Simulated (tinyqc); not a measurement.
## Probe couplings from its potential

Problem. One voltage probe p sits between leads L (mu = 1) and R (mu = 0) without magnetic field: mu_p = T_pL/(T_pL + T_pR), T_eff = T_RL + T_pL T_pR/(T_pL + T_pR). Find T_pL and T_pR.

T_RL = 0.45
mu_p = 0.25490196
T_eff = 0.54686275

Answer. T_eff - T_RL equals T_pL (1 - mu_p) and also T_pR mu_p.

T_pL = 0.1300
T_pR = 0.3800

tinyqc, about 0.01 s, one thread, Intel Xeon 2.30GHz (shared host): `OMP_NUM_THREADS=1 python tinyqc.py 2700001 2700002 out.jsonl`
